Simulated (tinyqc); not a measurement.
Inside a calculation. Model: graded p-n junction, non-linear Poisson equation by Newton steps.

tinyqc, about 0.06 s, one thread, Intel Xeon 2.30GHz (shared host): `OMP_NUM_THREADS=1 python tinyqc.py 2000166 2000167 out.jsonl` Printed values are rounded; ~0 in a residual or rate marks an entry under 1e-11 of the largest of its column.

One dimension, p side on the left, n side on the right; net doping C = (Nd - Na)/2 + ((Nd + Na)/2) tanh(x/Lg). The potential psi is counted from the intrinsic level, and the quasi-Fermi potentials are flat: 0 for holes and -V for electrons, so n = ni exp((psi + V)/Vt) and p = ni exp(-psi/Vt) (Boltzmann statistics, full ionisation, no current).

Values chosen for this exercise; band and dielectric values close to those of gallium phosphide: temperature T = 400 K; band gap Eg = 2.27 eV; relative permittivity eps_r = 11.1; conduction-band density of states at T Nc = 2.77e19 cm^-3; valence-band density of states at T Nv = 2.91e19 cm^-3; acceptor density of the p side Na = 7.6e16 cm^-3; donor density of the n side Nd = 4.9e15 cm^-3; bias of the p side against the n side V = 0 V; grading length Lg = 810 nm.

Constants: q = 1.602176634e-19 C, kB = 1.380649e-23 J/K, Vt = kB T/q, eps0 = 8.8541878128e-14 F/cm where lengths are in cm. Results are converted to the units shown.

## Intrinsic density, end potentials and Debye lengths

ni = sqrt(Nc Nv) exp(-Eg/(2 Vt)), Eg in volts; psi_p = -Vt ln(Na/ni), psi_n = Vt ln(Nd/ni) - V; Debye length sqrt(eps0 eps_r Vt/(q N)).

ni = 1.42173e5 cm^-3
psi_p = -0.930834 V
psi_n = 0.836337 V
Debye length, p side = 16.6798 nm
Debye length, n side = 65.6900 nm

## Net doping on the mesh

x, node 0 to 12 (nm): -5950  -4460  -3180  -2090  -1150  -345  345  1140  2040  3080  4270  5640  7200

C = (Nd - Na)/2 + ((Nd + Na)/2) tanh(x/Lg), taken at the nodes.

net doping C, node 0 to 12 (cm^-3): -7.60000e16  -7.59987e16  -7.59685e16  -7.55384e16  -7.15322e16  -5.18073e16  -1.92927e16  3.26817e14  4.37811e15  4.85973e15  4.89787e15  4.89993e15  4.90000e15

## Couplings between neighbouring nodes

a_i = eps0 eps_r/h_i for the interval from node i to i + 1, with h_i = x_(i+1) - x_i in cm.

coupling a_i, interval 0 to 11 (F/cm^2): 6.59607e-9  7.67824e-9  9.01665e-9  1.04555e-8  1.22089e-8  1.42437e-8  1.23625e-8  1.09202e-8  9.45014e-9  8.25895e-9  7.17383e-9  6.30010e-9

## Starting potential

psi_p = -Vt ln(Na/ni) on nodes with x < 0 and psi_n = Vt ln(Nd/ni) - V on the others.

psi at the start, node 0 to 12 (V): -0.930834  -0.930834  -0.930834  -0.930834  -0.930834  -0.930834  0.836337  0.836337  0.836337  0.836337  0.836337  0.836337  0.836337

## Iteration 1: densities, residual and Jacobian diagonal

n_i = ni exp((psi_i + V)/Vt), p_i = ni exp(-psi_i/Vt), rho_i = p_i - n_i + C_i, g_i = (n_i + p_i)/Vt. Box widths w_i = (h_(i-1) + h_i)/2 in cm. Residual F_i = a_i (psi_(i+1) - psi_i) - a_(i-1) (psi_i - psi_(i-1)) + q rho_i w_i; Jacobian: a_(i-1) and a_i beside the diagonal, b_i = -a_(i-1) - a_i - q g_i w_i on it. The two end nodes are fixed.

```
node   n (cm^-3)   p (cm^-3)
0     2.65961e-7      7.6e16
1     2.65961e-7      7.6e16
2     2.65961e-7      7.6e16
3     2.65961e-7      7.6e16
4     2.65961e-7      7.6e16
5     2.65961e-7      7.6e16
6         4.9e15  4.12511e-6
7         4.9e15  4.12511e-6
8         4.9e15  4.12511e-6
9         4.9e15  4.12511e-6
10        4.9e15  4.12511e-6
11        4.9e15  4.12511e-6
12        4.9e15  4.12511e-6
```

```
node  residual F (C/cm^2)  diagonal b (F/cm^2)
1             2.96142e-11          -4.89404e-5
2             5.97300e-10          -4.18777e-5
3              7.50699e-9          -3.58751e-5
4              6.24554e-8          -3.08444e-5
5              3.14909e-7          -2.64324e-5
6             -3.12971e-7          -1.71771e-6
7             -6.20967e-8          -1.95353e-6
8             -8.11078e-9          -2.22962e-6
9            -7.19341e-10          -2.55721e-6
10           -4.37522e-11          -2.93073e-6
11           -1.70037e-12          -3.35013e-6
```

## Iteration 1: Newton step

Solve the tridiagonal system a_(i-1) d_(i-1) + b_i d_i + a_i d_(i+1) = -F_i for nodes 1 to 11, with d = 0 on fixed nodes. Each component d is damped to sign(d) Vt ln(1 + |d|/Vt) before it is added.

Newton step d, before damping, node 1 to 11 (V): 0.000001  0.000014  0.000210  0.002030  0.011816  -0.182342  -0.032962  -0.003800  -0.000295  -0.000016  -0.000001
psi after iteration 1, node 0 to 12 (V): -0.930834  -0.930834  -0.930820  -0.930625  -0.928862  -0.920674  0.772949  0.813207  0.832732  0.836043  0.836321  0.836336  0.836337

## Iteration 2: densities, residual and Jacobian diagonal

As before.

```
node   n (cm^-3)   p (cm^-3)
0     2.65961e-7      7.6e16
1     2.65966e-7  7.59987e16
2     2.66071e-7  7.59685e16
3     2.67580e-7  7.55401e16
4     2.81621e-7  7.17738e16
5     3.57135e-7  5.65977e16
6     7.79017e14  2.59468e-5
7     2.50476e15  8.06984e-6
8     4.41340e15  4.57992e-6
9     4.85836e15  4.16046e-6
10    4.89776e15  4.12700e-6
11    4.89992e15  4.12517e-6
12        4.9e15  4.12511e-6
```

```
node  residual F (C/cm^2)  diagonal b (F/cm^2)
1             5.00861e-16          -4.89395e-5
2             2.42838e-13          -4.18603e-5
3             4.49414e-11          -3.56581e-5
4              3.45964e-9          -2.91305e-5
5              8.13951e-8          -1.96912e-5
6             -2.62402e-7          -2.95463e-7
7             -2.98576e-8          -1.00998e-6
8            -7.30388e-10          -2.01023e-6
9            -4.55087e-12          -2.53563e-6
10           -1.06653e-14          -2.92940e-6
11                     ~0          -3.35008e-6
```

## Iteration 2: Newton step

As before.

Newton step d, before damping, node 1 to 11 (V): 0.000000  0.000000  0.000001  0.000120  0.003490  -0.889630  -0.040458  -0.000583  -0.000004  0.000000  0.000000
psi after iteration 2, node 0 to 12 (V): -0.930834  -0.930834  -0.930820  -0.930624  -0.928742  -0.917350  0.659588  0.786443  0.832153  0.836039  0.836321  0.836336  0.836337

## Course of the Newton iteration

Stop when the largest undamped |d| is below 1e-9 V, or after 80 iterations.

Course of the iteration:
```
iteration  largest |F| (C/cm^2)  largest |d| (V)  at node
1                       3.15e-7            0.182        6
2                       2.62e-7            0.890        6
3                       2.51e-7             6.92        6
4                       2.46e-7             9.88        6
5                       2.43e-7             11.8        6
6                       2.40e-7             11.8        6
7                       2.37e-7             11.7        6
8                       2.33e-7             11.5        6
9                       2.30e-7             11.2        6
...                         ...              ...      ...
14                      5.62e-9            0.241        7
15                      3.95e-9            0.170        7
16                      2.52e-9            0.108        7
17                      1.38e-9           0.0594        7
18                     5.79e-10           0.0249        7
19                     1.43e-10          6.14e-3        7
20                     1.14e-11          4.89e-4        7
21                     8.01e-14          3.44e-6        7
22                     4.00e-18         1.72e-10        7
```

Converged in 22 iterations. Once the step is below 0.1 Vt, 2 more iteration(s) reach the threshold: near the solution the error is roughly squared each time.

## Converged densities, field and charge

converged psi, node 0 to 12 (V): -0.930834  -0.930834  -0.930820  -0.930624  -0.928742  -0.917605  -0.881764  0.110892  0.828280  0.836024  0.836321  0.836336  0.836337

n and p as above; field E_i = -(psi_(i+1) - psi_i)/h_i on each interval; charge on either side of the peak Q = eps0 eps_r |E|max (Gauss).

```
node   n (cm^-3)   p (cm^-3)
0     2.65961e-7      7.6e16
1     2.65966e-7  7.59987e16
2     2.66071e-7  7.59685e16
3     2.67590e-7  7.55373e16
4     2.82605e-7  7.15239e16
5     3.90394e-7  5.17760e16
6     1.10429e-6  1.83041e16
7      3.54812e6     5696.83
8     3.87874e15  5.21124e-6
9     4.85577e15  4.16268e-6
10    4.89775e15  4.12700e-6
11    4.89992e15  4.12517e-6
12        4.9e15  4.12511e-6
```

field E, interval 0 to 11 (kV/cm): 0.0000  -0.0001  -0.0018  -0.0200  -0.1384  -0.5194  -12.4862  -7.9710  -0.0745  -0.0025  -0.0001  0.0000
peak |E| = 12.4862 kV/cm
charge Q = 12.2717 nC/cm^2

A mesh of more than 1000 nodes gives a peak field of 23.46 kV/cm; the 13-node value is 47 % below it.
